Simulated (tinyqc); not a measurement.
Inside a calculation. Method: Hueckel theory of the pi electrons with the omega technique, for the molecule C=CC(=C)C(=C)O (SMILES; centres numbered as the heavy atoms are written). One step of it, computed by the program tinyqc.

Question. Energy, charges, bond orders. E = sum n x; q_r = z_r - P_rr; bond order p = P_rs; free valence = sqrt(3) - sum of p over the bonds of the atom.

final x values: 2.493215  1.740418  0.866177  0.473330  -0.541659  -1.063854  -1.967628

occupations: 2.000000  2.000000  2.000000  2.000000  0.000000  0.000000  0.000000

final P, lower triangle:
```
           1C         2C         3C         4C        5C         6C        7O
1C   1.000793
2C   0.907672   0.999696
3C  -0.002092   0.409969   1.003736
4C  -0.409297  -0.000381   0.819268   1.004971
5C  -0.088412   0.003986   0.395574  -0.001866  0.983025
6C  -0.012433  -0.087615   0.022130  -0.400512  0.882348   1.064886
7O   0.025102  -0.019073  -0.061143  -0.028927  0.238453  -0.220276  1.942894
```

Centres:
```
centre  z_r, pi electrons of the neutral centre         h
1C                                            1  0.000000
2C                                            1  0.000000
3C                                            1  0.000000
4C                                            1  0.000000
5C                                            1  0.000000
6C                                            1  0.000000
7O                                            2  2.000000
```

Bonds:
```
i  j         k
1  2         1
2  3         1
3  4         1
3  5         1
5  6         1
5  7  0.800000
```

Give: pi energy = 8 alpha + this times beta; pi charges; Bond orders and lengths from R = 1.517 - 0.180 p; free valence of the carbons; gap between the highest filled and the next level.

Answer.

pi energy = 8 alpha + this times beta = 11.1463

pi charges: 1C -0.0008, 2C 0.0003, 3C -0.0037, 4C -0.0050, 5C 0.0170, 6C -0.0649, 7O 0.0571

Bond orders and lengths from R = 1.517 - 0.180 p (angstrom, C-C alone):
```
bond       p       R
1-2   0.9077  1.3536
2-3   0.4100  1.4432
3-4   0.8193  1.3695
3-5   0.3956  1.4458
5-6   0.8823  1.3582
5-7   0.2385       -
```

free valence of the carbons: 1C 0.8244, 2C 0.4144, 3C 0.1072, 4C 0.9128, 5C 0.2157, 6C 0.8497

gap between the highest filled and the next level = 1.0150 |beta|
